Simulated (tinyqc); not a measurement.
Surface potential of a MOS transistor: implicit equation and explicit approximations: one step of the calculation.

p-type body, charge-sheet picture, depletion and inversion only, full ionisation (an idealisation for deep acceptors), Boltzmann statistics (rough once Na exp(x - xn) passes about Nc/7). In units of Vt: xg = (Vg - Vfb)/Vt, x = psi/Vt, G = gamma/sqrt(Vt), xn = (2 phiF + Vc)/Vt. The implicit equation is (xg - x)^2 = G^2 [x - 1 + exp(x - xn)] for x above about 3. Cox = eps0 eox/tox.

Problem. Scales. ni = sqrt(Nc Nv) exp(-Eg/(2 Vt)), Eg in volts; phiF = Vt ln(Na/ni); gamma = sqrt(2 q eps0 eps_r Na)/Cox; VT = Vfb + Vt (xn + G sqrt(xn - 1)).

Parameters, values chosen for the exercise; band and dielectric values close to those of silicon: temperature T = 400 K; band gap Eg = 1.11 eV; relative permittivity eps_r = 11.5; conduction-band density of states at T Nc = 4.3e19 cm^-3; valence-band density of states at T Nv = 4.05e19 cm^-3; relative permittivity of the gate insulator (close to hafnium oxide) eox = 21.4; insulator thickness tox = 3.6 nm; acceptor density Na = 1.7e17 cm^-3; flat-band voltage Vfb = -0.76 V; channel-body voltage Vc = 0 V; gate-body voltage Vg = 0.75 V.

Constants: q = 1.602176634e-19 C, kB = 1.380649e-23 J/K, Vt = kB T/q, eps0 = 8.8541878128e-14 F/cm where lengths are in cm. Results are converted to the units shown.

Find: phiF; gamma; G; xn; VT; xg.

Solution.

phiF = 0.36531 V
gamma = 0.044746 V^0.5
G = 0.24101
xn = 21.196
VT = 0.0079505 V
xg = 43.807

Range of the model: The electron quasi-Fermi level lies less than 2 Vt below the band edge at the surface, or above it, where degeneracy and confinement, left out, matter.

tinyqc, about 0.01 s, one thread, Intel Xeon 2.30GHz (shared host): `OMP_NUM_THREADS=1 python tinyqc.py 2122058 2122059 out.jsonl`
